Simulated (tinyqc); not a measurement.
Charge neutrality level from zone-averaged pseudopotential bands: one step. The neutrality level. Four cases, with inputs chosen for the exercise.

Question. Energies are counted from the valence top at Gamma. E_N = (1/2) weighted mean of [E5 + (E3 + E4)/2]. Compare with half the smallest indirect gap, min(Delta/X, L)/2, and give the barrier for electrons in the limit of full pinning, min(gaps) - E_N.

Give: mean of E5; mean of (E3 + E4)/2; E_N; half the indirect gap; pinned barrier for electrons.

Case 1.

Levels (eV):
```
kx,ky,kz,weight,E3,E4,E5,E6
0.166667,0.166667,0.166667,2,-0.375317,-0.375317,1.885830,4.081577
0.500000,0.166667,0.166667,6,-1.874023,-1.538742,2.277086,4.082645
0.500000,0.500000,0.166667,6,-2.842623,-1.166895,2.446647,4.350946
0.500000,0.500000,0.500000,1,-1.101413,-1.101413,0.910791,4.203394
0.833333,0.166667,0.166667,6,-3.232852,-2.299391,1.471654,3.072557
0.833333,0.500000,0.166667,6,-3.616601,-2.429998,3.678458,3.844717
```

gaps to Gamma, Delta/X, L (eV): 1.190148  0.992088  0.910791

Answer.

mean of E5 = 2.3676 eV
mean of (E3 + E4)/2 = -2.1798 eV
E_N = 0.0939 eV
half the indirect gap = 0.4554 eV
pinned barrier for electrons = 0.8169 eV

E_N lies at 10 % of the gap from the valence top, so pinned contacts have the lower barrier for holes. The two estimates differ by 0.36 eV; both rules are good to a few tenths of an eV only, so a position within that distance of a band edge or of mid-gap is not settled. Local form factors place the indirect gaps only to a few tenths of an eV, and E_N moves with them. Spin-orbit coupling, left out, would lift the valence top by a third of its splitting.

Case 2.

Levels (eV):
```
kx,ky,kz,weight,E3,E4,E5,E6
0.166667,0.166667,0.166667,2,-0.454224,-0.454224,2.853193,4.072278
0.500000,0.166667,0.166667,6,-2.101466,-1.851267,2.330715,4.546300
0.500000,0.500000,0.166667,6,-3.243144,-1.377326,2.873160,4.588062
0.500000,0.500000,0.500000,1,-1.294134,-1.294134,1.824494,3.931724
0.833333,0.166667,0.166667,6,-3.857914,-2.727107,1.281123,3.039989
0.833333,0.500000,0.166667,6,-4.254854,-2.929692,3.698046,4.087409
```

gaps to Gamma, Delta/X, L (eV): 3.363060  0.766447  1.824494

Answer.

mean of E5 = 2.5418 eV
mean of (E3 + E4)/2 = -2.5641 eV
E_N = -0.0111 eV
half the indirect gap = 0.3832 eV
pinned barrier for electrons = 0.7776 eV

E_N lies below the valence top by 0.011 eV. The two estimates differ by 0.39 eV; both rules are good to a few tenths of an eV only, so a position within that distance of a band edge or of mid-gap is not settled. Local form factors place the indirect gaps only to a few tenths of an eV, and E_N moves with them. Spin-orbit coupling, left out, would lift the valence top by a third of its splitting.

Case 3.

Levels (eV):
```
kx,ky,kz,weight,E3,E4,E5,E6
0.166667,0.166667,0.166667,2,-0.214446,-0.214446,1.988255,4.652304
0.500000,0.166667,0.166667,6,-1.174782,-0.978363,2.914755,4.099008
0.500000,0.500000,0.166667,6,-1.874171,-0.740604,2.854637,4.756263
0.500000,0.500000,0.500000,1,-0.706521,-0.706521,1.555209,4.826912
0.833333,0.166667,0.166667,6,-2.160724,-1.534604,2.428498,3.686144
0.833333,0.500000,0.166667,6,-2.457618,-1.572682,3.914583,4.398464
```

gaps to Gamma, Delta/X, L (eV): 0.684140  2.019570  1.555209

Answer.

mean of E5 = 2.8965 eV
mean of (E3 + E4)/2 = -1.4302 eV
E_N = 0.7332 eV
half the indirect gap = 0.7776 eV
pinned barrier for electrons = -0.0490 eV

E_N lies above the conduction edge by 0.049 eV, since the narrow lowest valley has little weight in the zone mean. The two estimates differ by 0.04 eV; both rules are good to a few tenths of an eV only, so a position within that distance of a band edge or of mid-gap is not settled. Local form factors place the indirect gaps only to a few tenths of an eV, and E_N moves with them. Spin-orbit coupling, left out, would lift the valence top by a third of its splitting.

Case 4.

Levels (eV):
```
kx,ky,kz,weight,E3,E4,E5,E6
0.125000,0.125000,0.125000,2,-0.230674,-0.230674,2.060194,3.898707
0.375000,0.125000,0.125000,6,-1.150296,-1.113766,2.548059,3.617757
0.375000,0.375000,0.125000,6,-2.076298,-0.693560,2.495465,4.374727
0.375000,0.375000,0.375000,2,-0.979928,-0.979928,1.160978,4.350015
0.625000,0.125000,0.125000,6,-2.359114,-1.944092,1.839924,3.313893
0.625000,0.375000,0.125000,12,-2.987092,-1.685920,3.130713,3.977079
0.625000,0.375000,0.375000,6,-2.160282,-1.391044,2.092327,4.045492
0.625000,0.625000,0.125000,6,-3.549835,-1.672100,2.244810,5.518721
0.875000,0.125000,0.125000,6,-3.008616,-2.390235,1.423111,2.435051
0.875000,0.375000,0.125000,12,-3.544714,-2.571383,2.816762,4.717481
```

gaps to Gamma, Delta/X, L (eV): 1.271516  1.107793  1.007292

Answer.

mean of E5 = 2.4012 eV
mean of (E3 + E4)/2 = -2.1513 eV
E_N = 0.1249 eV
half the indirect gap = 0.5036 eV
pinned barrier for electrons = 0.8824 eV

E_N lies at 12 % of the gap from the valence top, so pinned contacts have the lower barrier for holes. The two estimates differ by 0.38 eV; both rules are good to a few tenths of an eV only, so a position within that distance of a band edge or of mid-gap is not settled. Local form factors place the indirect gaps only to a few tenths of an eV, and E_N moves with them. Spin-orbit coupling, left out, would lift the valence top by a third of its splitting.

Computed by tinyqc, one run a case: `OMP_NUM_THREADS=1 python tinyqc.py N N+1 out.jsonl` with N = 1850176, 1850259, 1850322, 1850363; one thread of a shared Intel(R) Xeon(R) Processor @ 2.30GHz, about 0.1 s a run at most.
